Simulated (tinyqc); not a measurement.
G0W0 on RHF in the sto-3g basis, for H2, spin multiplicity 1, step by step. One step of it, computed by the program tinyqc.

Question. Iteration 2 (converged): orbitals. Diagonalise F' = X^T F X, C = X C', fill 1 alpha and 1 beta electrons from the bottom; D = 2 C_occ C_occ^T. Each column has its largest component positive (the first on a tie).

converged F (hartree):
```
           1H 1s      2H 1s
1H 1s  -0.367760  -0.595768
2H 1s  -0.595768  -0.367760
```

X:
```
           1H 1s      2H 1s
1H 1s   1.247679  -0.471957
2H 1s  -0.471957   1.247679
```

Give: F' = X^T F X; orbital energies; coefficients C; D after iteration 2.

Answer.

F' = X^T F X (hartree):
```
         1        2
1   0.0472  -0.6270
2  -0.6270   0.0472
```

orbital energies (hartree): MO1 -0.5798, MO2 0.6743

coefficients C:
```
          MO1      MO2
1H 1s  0.5485   1.2160
2H 1s  0.5485  -1.2160
```

D after iteration 2:
```
        1H 1s   2H 1s
1H 1s  0.6017  0.6017
2H 1s  0.6017  0.6017
```
